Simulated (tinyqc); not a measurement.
Hexagonal on-chip spiral inductor, lumped pi model: two steps of the calculation.

Outer diameter do = di + 2 n wd + 2 (n - 1) sp, mean da = (do + di)/2, fill p = (do - di)/(do + di), length l = 3.464 n da. L = 2.33 mu0 n^2 da/(1 + 3.82 p), mu0 = 4 pi 1e-7 H/m. Rs = rho l/(wd delta (1 - exp(-th/delta))), delta = sqrt(rho/(pi f mu0)). Cs = n wd^2 eps0 eo/hu across the coil. At each end Cox = l wd eps0 eo/(2 ho) leads to the substrate branch Rsi = 2 rs he/(l wd) in parallel with Csi = l wd eps0 11.7/(2 he). With one end grounded Y = 1/(Rs + i w L) + i w Cs + 1/[1/(i w Cox) + 1/(1/Rsi + i w Csi)], w = 2 pi f; Q = -Im Y/Re Y. Eddy currents in neighbouring turns and in the substrate are left out.

Values chosen for this exercise; values of the order met in silicon radio-frequency processes: number of turns n = 3.5; line width wd = 8 um; space between turns sp = 2 um; inner diameter di = 60 um; metal thickness th = 3.4 um; metal resistivity rho = 1.9 uohm cm; oxide below the coil ho = 8.1 um; oxide between coil and underpass hu = 1.4 um; relative permittivity of the oxide eo = 3; substrate resistivity rs = 1000 ohm cm; effective spreading depth in the substrate he = 50 um; frequency f = 2.2 GHz.

Constants: eps0 = 8.8541878128e-12 F/m. Results are converted to the units shown.

Task 1. Geometry and model elements. do, l, L, delta, Rs, Cs, Cox, Rsi and Csi as defined.

Give: do; l; L; delta; Rs; Cs; Cox; Rsi; Csi.

Result 1.

do = 126.0 um
l = 1128 um
L = 1.416 nH
delta = 1.479 um
Rs = 2.013 ohm
Cs = 4.250 fF
Cox = 14.79 fF
Rsi = 1.109e5 ohm
Csi = 9.344 fF

Task 2. Admittance, quality factor and apparent inductance. Series branch 1/(Rs + i w L), substrate branch, total Y, Q = -Im Y/Re Y, apparent inductance Im(1/Y)/w, metal-only value w L/Rs, share of the loss in the substrate Re(substrate branch)/Re Y.

L = 1.4161351 nH
Rs = 2.0125628 ohm
Cs = 4.2500102 fF
Cox = 14.790193 fF
Rsi = 1.1086160e5 ohm
Csi = 9.3444438 fF

Wanted: series branch; substrate branch; Y; Q; apparent inductance; w L/Rs; share of the loss in the substrate.

Result 2.

series branch = 5.197-50.551i mS
substrate branch = 0.003385+0.079248i mS
Y = 5.201-50.413i mS
Q = 9.6937
apparent inductance = 1.4199 nH
w L/Rs = 9.7265
share of the loss in the substrate = 0.065090 %

Q is 99.7 % of the metal-only value.

Numbers from tinyqc (`OMP_NUM_THREADS=1 python tinyqc.py 2302183 2302184 out.jsonl`; about 0.01 s on one thread of a shared Intel Xeon 2.30GHz).
